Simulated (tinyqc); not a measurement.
Gain against electron density: polytypes and stacking faults of a tetrahedral semiconductor in an axial Ising model with couplings up to third neighbours. Computed by tinyqc, a small Python program. Command: `OMP_NUM_THREADS=1 python tinyqc.py 3008765 3008766 out.jsonl polytype walk`. One thread of a shared host (Intel(R) Xeon(R) Processor @ 2.30GHz), about 0.01 s of CPU time with the checks.

Each double layer has s = +1 or -1 for the sense of its stacking step; E per pair of atoms = E0 - sum_n J_n <s_i s_(i+n)>, n = 1, 2, 3. Hexagonality h = (1 - <s_i s_(i+1)>)/2.

Inputs (values chosen for the exercise, of the order of those of SiC for J, a, G and the gaps):

| quantity | value | unit |
|---|---|---|
| J1 | 2.04 | meV/pair |
| J2 | -3.41 | meV/pair |
| J3 | -0.35 | meV/pair |
| basal lattice constant a | 3.08 | angstrom |
| binding energy of the fault level E_b | 0.18 | eV |
| in-plane mass m | 0.33 | m0 |
| effective density of states N_c at 300 K | 2e+19 | 1/cm^3 |
| temperature T | 350 | K |

Host polytype: 4H.

Constants: 1 eV/angstrom^2 = 16.02176634 J/m^2; m_0 = 9.1093837015e-31 kg; hbar = 1.054571817e-34 J s; k_B = 1.380649e-23 J/K; k_B = 8.617333262e-05 eV/K.

Method. Faults in 4H: the sequences single Shockley (31) (+++-), double Shockley (62) (++++++--), Frank-type (32) (+++--) are put between perfect repeats; k_n = (layers x C_n of the host) - sum_i s_i s_(i+n). gamma = sum k_n J_n/A, A = (sqrt 3/2) a^2; 1 meV/angstrom^2 = 16.02177 mJ/m^2. The fault binds electrons in a two-dimensional band E_b below the conduction edge, g2 = m m0/(pi hbar^2) for one valley. With the Fermi level held by the bulk, eta = ln[n/N_c(T)], N_c(T) = N_c (T/300)^1.5, the grand potential falls by g2 (k_B T)^2 F1(x), x = eta + E_b/(k_B T), F1(x) = integral from 0 to infinity of ln(1 + exp(x - t)) dt; sheet density g2 k_B T ln(1 + e^x). Band bending by the trapped charge is left out, so the gain is an upper bound.

fault coefficients k_n:
```
                      J1  J2  J3
single Shockley (31)   0  -4   0
double Shockley (62)  -4  -8   0
Frank-type (32)       -1  -2   3
```

energy of the glide fault, single Shockley (31) = 26.6007 mJ/m^2

At T:

| n (1/cm^3) | x | sheet density (1/cm^2) | gain (mJ/m^2) | gain/gamma | gain/gamma at T + 200 K |
|---|---|---|---|---|---|
| 1.00e+14 | -6.4693 | 6.4410e+09 | 3.1137e-04 | 1.1705e-05 | 1.6756e-06 |
| 1.00e+15 | -4.1667 | 6.3965e+10 | 3.1029e-03 | 1.1665e-04 | 1.6753e-05 |
| 1.00e+16 | -1.8641 | 5.9926e+11 | 3.0018e-02 | 1.1285e-03 | 1.6719e-04 |
| 1.00e+17 | 0.4385 | 3.8926e+12 | 2.3667e-01 | 8.8971e-03 | 1.6395e-03 |
| 1.00e+18 | 2.7411 | 1.1656e+13 | 1.0725e+00 | 4.0319e-02 | 1.4008e-02 |
| 5.00e+18 | 4.3505 | 1.8141e+13 | 2.2292e+00 | 8.3803e-02 | 4.7786e-02 |
| 2.00e+19 | 5.7368 | 2.3865e+13 | 3.6359e+00 | 1.3669e-01 | 1.0747e-01 |

What does the comparison show, and why?

For x well below 0 the gain is k_B T times the sheet density and linear in n; for x well above 0 the well fills and the gain grows only about as x^2. It stays below the fault energy in all rows; 200 K more changes it by a factor 0.15 at 1e16.
